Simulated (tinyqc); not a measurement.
# From one set of inputs to another, one input at a time

Model: Raman shift of the zone-centre optical phonon of a diamond-structure crystal under stress. Computed by tinyqc, a small Python program. Command: `OMP_NUM_THREADS=1 python tinyqc.py 3015912 3015913 out.jsonl ramanstress ladder`. One thread of a shared host (Intel(R) Xeon(R) Processor @ 2.30GHz), about 0.01 s of CPU time with the checks.

Axes x, y, z are the cube axes. Strain shifts the threefold optical mode and can split it; p, q and r are the phonon deformation potentials.

The inputs printed are set A. Set A is modelled on silicon; the values taken over come from a set modelled on germanium. Inputs not listed in the table keep their values of set A, so the rows need not describe a real material.

Inputs (values chosen for the exercise, modelled on silicon):

| quantity | value | unit |
|---|---|---|
| unstrained frequency omega_0 | 520 | 1/cm |
| p/omega_0^2 | -1.79 | - |
| q/omega_0^2 | -2.31 | - |
| r/omega_0^2 | -0.678 | - |
| C11 | 164.3 | GPa |
| C12 | 62.97 | GPa |
| C44 | 79.1 | GPa |
| stress sigma (tension positive) | -0.18 | GPa |
| polarisation angle phi | 20 | degree |
| temperature coefficient d omega/dT | -0.024 | 1/(cm K) |
| local temperature T | 310 | K |
| laser wavelength | 488 | nm |

Stress state: biaxial. Axis: [110].

Constants: h = 6.62607015e-34 J s; c = 299792458 m/s; k_B = 1.380649e-23 J/K.

Method:
- S11 = (C11 + C12)/D, S12 = -C12/D, D = (C11 - C12)(C11 + 2 C12), S44 = 1/C44.
- Equal biaxial stress in the plane normal to the axis (unit vector n): sigma_ij = sigma (delta_ij - n_i n_j).
- eps_xx = S11 sigma_xx + S12 (sigma_yy + sigma_zz), and cyclic; eps_xy = S44 sigma_xy/2 (tensor strain).
- Secular matrix: M_xx = p eps_xx + q (eps_yy + eps_zz), M_xy = 2 r eps_xy; its eigenvalues are omega^2 - omega_0^2, and the shifts are these over 2 omega_0.
- Backscattering from a (001) surface: incident polarisation (cos phi, sin phi, 0). With Raman tensors (R_z)_xy = (R_z)_yx = 1 and cyclic, only the z component u_z of a mode counts: I = u_z^2 sin^2(2 phi) for parallel and u_z^2 cos^2(2 phi) for crossed polarisers. An unresolved line sits at the intensity-weighted shift, which is M_zz/(2 omega_0).
- A temperature above 300 K shifts the line by (d omega/dT)(T - 300 K); divided by the shift per stress it poses as a stress; the total shift adds it to the shift of the observed line. The anti-Stokes to Stokes ratio is [(omega_L + omega_0)/(omega_L - omega_0)]^3 exp(-h c omega_0/(k_B T)) in photon counts, omega_L = 1/wavelength, resonance effects left out.

Each row keeps all changes above it:

| input moved | from | to | shift of the observed line (1/cm) | volume strain (per mille) | total shift (1/cm) |
|---|---|---|---|---|---|
| set A | - | - | 0.6090 | -1.240 | 0.3690 |
| p/omega_0^2 | -1.79 | -1.4 | 0.5070 | -1.240 | 0.2670 |
| r/omega_0^2 | -0.678 | -1.11 | 0.5070 | -1.240 | 0.2670 |
| q/omega_0^2 | -2.31 | -2.01 | 0.4887 | -1.240 | 0.2487 |
| local temperature T (K) | 310 | 520 | 0.4887 | -1.240 | -4.7913 |
| stress sigma (tension positive) (GPa) | -0.18 | -1.5 | 4.0727 | -10.336 | -1.2073 |
| C44 (GPa) | 79.1 | 66.88 | 4.0727 | -10.336 | -1.2073 |
| C12 (GPa) | 62.97 | 47.8 | 4.7414 | -11.543 | -0.5386 |

Shift of the observed line goes from 0.609 to 4.74, a factor 7.79 in all. The largest single move comes from stress sigma (tension positive) (a factor 8.33). Volume strain goes from -1.24 to -11.5, -10.3 in all. The largest single move comes from stress sigma (tension positive) (-9.1). Total shift goes from 0.369 to -0.539, -0.908 in all. The largest single move comes from local temperature T (-5.04), and stress sigma (tension positive) works against it (+3.58). The single moves hold for this order of the switches; the total does not depend on the order.

Caution (all rows): this stress has components normal to the (001) face, so it cannot reach a free (001) surface; it can act on buried material.

Extremes, crossings and ranges named in words are read from the listed rows.
